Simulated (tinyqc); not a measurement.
What moves the results: interface roughness in a thin film (subband fluctuation and scattering). A value that a table varies takes the place of the one given here.

Square well of width t, barriers V0, c = hbar^2/2m0: E1 solves k t + 2 atan[(k/mz)/(kappa/mb)] = pi, k = sqrt(mz E/c), kappa = sqrt(mb (V0 - E)/c). One interface is rough, so the subband edge fluctuates by G dt with G = |dE1/dt| (central difference of 0.01 angstrom; 2 E1/t for hard walls).

Gaussian roughness spectrum S(q) = pi D^2 Lc^2 exp(-q^2 Lc^2/4). Degenerate gas, taken to fill one subband (the second starts to fill once c kF^2/md exceeds E2 - E1, which is not tested here): kF = sqrt(2 pi Ns/gv), q = 2 kF sin(theta/2), 1/tau = (md/(2 pi c hbar)) G^2 times the integral from 0 to pi of S(q)(1 - cos theta)/eps(q)^2 dtheta, eps(q) = 1 + qs/q with screening (qs = gv md q0/(c eps), q0 = e^2/(4 pi eps0), form factors left out, which overstates the screening; other scattering is left out too, so these values lie far above measured mobilities in all but the thinnest films) or 1 without; mobility = tau c2/md with c2 = e/m0 = 1.75882e15 cm^2/(V s^2); 1e12/cm^2 = 1e-4/angstrom^2.

Constants: hbar^2/2m0 = 3.80998211 eV angstrom^2; hbar = 6.58211957e-16 eV s; e^2/(4 pi eps0) = 14.39964547 eV angstrom.

Parameters, chosen for this exercise (near those of a thin Si channel on (100), two-fold valleys; shifted at random, so the results belong to these values and not to a real crystal):
- mz = 0.912 m0 (confinement mass)
- V0 = 3.1 eV (barrier)
- mb = 0.52 m0 (barrier mass)
- md = 0.194 m0 (mass in the plane)
- gv = 2 (valleys)
- D = 3.1 angstrom (rms height of the roughness)
- Lc = 12 angstrom (correlation length)
- Ns = 3.2 x 1e12/cm^2 (sheet density)
- eps = 8.1 (mean dielectric constant at the channel)
- ts = (14, 18, 22, 26, 32, 42, 55) angstrom (thicknesses)
- t = 26 angstrom (film thickness)
- Ll = (5, 10, 16, 25, 40, 65, 100) angstrom (correlation lengths)

## The sixth-power law

Screened mobility against thickness for the finite barrier and for hard walls.

Results:

| t (angstrom) | E1 (meV) | G (meV/angstrom) | mobility (cm^2/(V s)) | the same, hard walls |
|---|---|---|---|---|
| 14 | 165.5 | 20.893 | 2.61e+03 | 1.26e+03 |
| 18 | 105.5 | 10.648 | 1.01e+04 | 5.71e+03 |
| 22 | 73.0 | 6.136 | 3.03e+04 | 1.90e+04 |
| 26 | 53.5 | 3.851 | 7.69e+04 | 5.18e+04 |
| 32 | 36.2 | 2.142 | 2.49e+05 | 1.80e+05 |
| 42 | 21.5 | 0.984 | 1.18e+06 | 9.21e+05 |
| 55 | 12.8 | 0.451 | 5.61e+06 | 4.64e+06 |

How do the results move?

With hard walls G goes as 1/t^3 and the mobility as t^6. With the finite barrier the local exponent is 5.36 at the thin end and 5.79 at the thick end, since the envelope leaks out and softens the dependence. The least value is 2.61e+03 cm^2/(V s). The gate field, which also presses carriers to the interface, is left out. Below about 20 angstrom the effective-mass picture is itself doubtful. Up to t = 26 angstrom G D exceeds half of EF - E1, where the Born rate fails.

## Correlation length

Fixed D; bare and screened mobility.

Results:

| Lc (angstrom) | kF Lc | bare mobility (cm^2/(V s)) | screened mobility (cm^2/(V s)) |
|---|---|---|---|
| 5 | 0.16 | 2.13e+04 | 4.02e+05 |
| 10 | 0.32 | 5.64e+03 | 1.07e+05 |
| 16 | 0.51 | 2.47e+03 | 4.74e+04 |
| 25 | 0.79 | 1.32e+03 | 2.62e+04 |
| 40 | 1.27 | 998 | 2.17e+04 |
| 65 | 2.06 | 1.47e+03 | 4.69e+04 |
| 100 | 3.17 | 2.70e+03 | 1.87e+05 |

What does this show?

The bare mobility is lowest at Lc = 40 angstrom of those listed (kF Lc = 1.27). The screened mobility is lowest at Lc = 40 angstrom of those listed (kF Lc = 1.27). Short roughness averages out (mobility as 1/Lc^2; the first two rows give exponent -1.92), and long roughness deflects only by small angles (bare mobility rising as Lc; the last two rows give 1.41).

## What each parameter does

G, G D, and the screened mobility. Each row changes one parameter from the base and keeps the others.

Results:

| case | G (meV/angstrom) | G D (meV) | mobility (cm^2/(V s)) |
|---|---|---|---|
| base | 3.851 | 11.94 | 7.691e+04 |
| t = 22 angstrom | 6.136 | 19.02 | 3.029e+04 |
| D = 4.03 angstrom | 3.851 | 15.52 | 4.551e+04 |
| Lc = 20 angstrom | 3.851 | 11.94 | 3.411e+04 |
| Ns = 5.12 x 1e12/cm^2 | 3.851 | 11.94 | 5.826e+04 |
| mz = 1.049 m0 | 3.433 | 10.64 | 9.677e+04 |
| md = 0.223 m0 | 3.851 | 11.94 | 7.223e+04 |
| V0 = 2.17 eV | 3.708 | 11.49 | 8.297e+04 |
| eps = 9.7 | 3.851 | 11.94 | 5.878e+04 |

What does this show?

The largest shifts from the base row, up to three for each result and ties (the steps differ in size, so this ranks the rows, not the parameters). G (meV/angstrom): t +2.285, mz -0.418, V0 -0.143; unchanged at the printed digits by D, Lc, Ns, md and eps. G D (meV): t +7.08, D +3.58, mz -1.29; unchanged at the printed digits by Lc, Ns, md and eps. mobility (cm^2/(V s)): t -4.66e+04, Lc -4.28e+04, D -3.14e+04. In the base case G D is 0.6 times EF - E1 = 19.7 meV.

(tinyqc, `OMP_NUM_THREADS=1 python tinyqc.py 1281357 1281358 out.jsonl`, Intel(R) Xeon(R) Processor @ 2.30GHz, 1 thread, shared host, about 0.01 s.)
